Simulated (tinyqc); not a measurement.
Comparisons within one model: fitting sp3s* parameters to three gaps by Newton steps. A value that a table varies takes the place of the one given here.

sp3s* tight binding, nearest neighbours only: anion (a) at 0, cation (c) at a/4 (1,1,1), orbitals s, px, py, pz, s* on each; k in units of 2 pi/a. With phases e_j = exp(i (pi/2) k.n_j) for n = (1,1,1), (1,-1,-1), (-1,1,-1), (-1,-1,1): g0 = (e1+e2+e3+e4)/4, g1 = (e1+e2-e3-e4)/4, g2 = (e1-e2+e3-e4)/4, g3 = (e1-e2-e3+e4)/4. The diagonal holds the levels Esa, Epa, Exa (s*) and Esc, Epc, Exc. Anion-cation block: <sa|sc> = Vss g0; <sa|xc> = Vsapc g1; <xa|sc> = -Vscpa g1; <xa|xc> = Vxx g0; <xa|yc> = <ya|xc> = Vxy g3, <xa|zc> = <za|xc> = Vxy g2, <ya|zc> = <za|yc> = Vxy g1; <s*a|xc> = Vxapc g1; <xa|s*c> = -Vpaxc g1; y and z take g2 and g3 in place of g1; s-s* and s*-s* vanish.

Gaps are level 5 at Gamma, X = (1,0,0) and L = (1/2,1/2,1/2) less level 4 at Gamma; no spin-orbit coupling. Free parameters: Vss, Exa and Exc. H is linear in them, so by Hellmann-Feynman J_ij = <u|dH/dp_j|u> for level 5 at point i less the same for level 4 at Gamma. Newton: p(new) = p + J^-1 (target - gaps); stop when all misses are below 1e-7 eV.

Constants: hbar^2/2m0 = 3.80998211 eV angstrom^2.

Values chosen for the exercise (out of a larger set: near a published set for InP, fitted to gaps, whose masses and valley positions are rough; not measured data):
```
symbol  value                                                                                          unit      meaning
p       (-8.479, 0.869, -1.472, 4.041, 8.267, 7.048, -5.343, 1.888, 4.23, 2.226, 5.605, 3.464, 4.464)  eV        start, order Esa, Epa, Esc, Epc, Exa, Exc, Vss, Vxx, Vxy, Vsapc, Vscpa, Vxapc, Vpaxc
tg      (1.2153, 2.3705, 1.8534)                                                                       eV        target gaps at Gamma, X, L
a       5.873                                                                                          angstrom  lattice constant
```

## Equal gaps, different models

The same three targets are met with other triples of free parameters (those for which Newton converges within 3 eV of the start). Not fitted: level 5 at K = (3/4,3/4,0) above Ev, the spacing of levels 6 and 5 at X, the depth of level 2 at X below Ev, the valence width at Gamma, and the mass c q^2/(E(q) - E(0)) of level 5 along [100], q = 0.002 (2 pi/a), c = hbar^2/2m0.

Unfitted results:
```
free parameters    largest change (eV)  K (eV)  X spacing (eV)  level 2 at X (eV)  valence width (eV)  mass (m0)
start                            0.000   2.385           0.556              6.641              11.354     0.1229
Vss, Vxapc, Vpaxc                0.252   2.321           0.688              6.614              11.145     0.1006
Esc, Vxapc, Vpaxc                0.704   2.331           0.948              6.604              11.416     0.1028
Vss, Vsapc, Vpaxc                0.602   2.332           0.990              6.481              11.145     0.1036
Esa, Vxapc, Vscpa                0.982   2.321           0.686              6.718              12.127     0.0968
Vss, Exa, Exc                    0.296   2.321           0.688              6.633              11.145     0.1006
```

All fitted rows have the same three gaps, yet they spread by 11 meV at K, 304 meV in the X spacing, 237 meV in level 2 at X, 982 meV in the valence width and 6.7 % in the mass. The smallest change of parameters, 0.252 eV, is that of Vss, Vxapc, Vpaxc. A fit fixes what it was given and leaves the rest to the choice of free parameters.

## How errors in the targets pass to the parameters

J:
```
            Vss      Exa      Exc
Gamma  -0.83625  0.00000  0.00000
X       0.00000  0.25313  0.00000
L      -0.16747  0.07461  0.04607
```

The gaps at Gamma, X and L of an sp3s* model are fitted with Vss, Exa and Exc; J holds the derivatives of the gaps by these parameters at the start. The change of each parameter for +10 meV on one target is 10 J^-1, in meV.

Shifts (meV):
```
target raised    Vss   Exa    Exc
Gamma          -12.0   0.0  -43.5
X                0.0  39.5  -64.0
L                0.0   0.0  217.1
```

root sum of squares (meV): Vss 12.0, Exa 39.5, Exc 230.4

Independent errors of 10 meV leave Exc least certain (230 meV) and Vss best fixed (12.0 meV). The largest single entry, 217 meV, comes from the target at L.

Computed by tinyqc, a small Python program: `OMP_NUM_THREADS=1 python tinyqc.py 1450011 1450012 out.jsonl` (the numbers bound the seed that draws the inputs); one thread of a shared host (Intel(R) Xeon(R) Processor @ 2.30GHz), about 0.1 s for the whole set of steps.
